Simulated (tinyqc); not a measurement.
From results back to parameters: Shockley-Read-Hall recombination through one deep level. Four cases, with inputs chosen for the exercise.

Problem. Deep-level transient spectroscopy: the emission rate is en = gam sigma T^2 exp(-dE/kB T), dE = Ec - Et. Two rates were computed from hidden dE and sigma.

Constants: kB = 8.617333262e-05 eV/K.

Find: ln(en/T^2) at T1 and T2; dE; sigma.

Method. ln(en/T^2) against 1/T is a line of slope -dE/kB and intercept ln(gam sigma); plotting ln en alone would overstate dE by about 2 kB T.

Case 1.

Values chosen (out of a larger set: gap and densities of states near those of Si at this temperature; not measured data): gam = 4e+21 1/(cm^2 s K^2) (vth Nc/T^2, which does not depend on T); T1 = 88 K; T2 = 99 K.

en(T1) = 0.626925 1/s
en(T2) = 11.2535 1/s

Solution.

ln(en/T^2) at T1 and T2: -9.4216  -6.7696

dE = 0.181 eV
sigma = 4.7e-16 cm^2

Case 2.

Values chosen (out of a larger set: gap and densities of states near those of Si at this temperature; not measured data): gam = 3.8e+21 1/(cm^2 s K^2) (vth Nc/T^2, which does not depend on T); T1 = 199 K; T2 = 227 K.

en(T1) = 9.98046 1/s
en(T2) = 249.689 1/s

Solution.

ln(en/T^2) at T1 and T2: -8.2860  -5.3297

dE = 0.411 eV
sigma = 1.7e-15 cm^2

Case 3.

Values chosen (out of a larger set: gap and densities of states near those of SiC at this temperature; not measured data): gam = 4.4e+21 1/(cm^2 s K^2) (vth Nc/T^2, which does not depend on T); T1 = 150 K; T2 = 170 K.

en(T1) = 34.2244 1/s
en(T2) = 738.600 1/s

Solution.

ln(en/T^2) at T1 and T2: -6.4883  -3.6668

dE = 0.310 eV
sigma = 9.0e-15 cm^2

Case 4.

Values chosen (out of a larger set: gap and densities of states near those of SiC at this temperature; not measured data): gam = 5e+21 1/(cm^2 s K^2) (vth Nc/T^2, which does not depend on T); T1 = 140 K; T2 = 167 K.

en(T1) = 0.541766 1/s
en(T2) = 37.0680 1/s

Solution.

ln(en/T^2) at T1 and T2: -10.4962  -6.6232

dE = 0.289 eV
sigma = 1.4e-16 cm^2

Computed by tinyqc, one run a case: `OMP_NUM_THREADS=1 python tinyqc.py N N+1 out.jsonl` with N = 1651231, 1651240, 1651257, 1651274; one thread of a shared Intel(R) Xeon(R) Processor @ 2.30GHz, about 0.01 s a run at most.
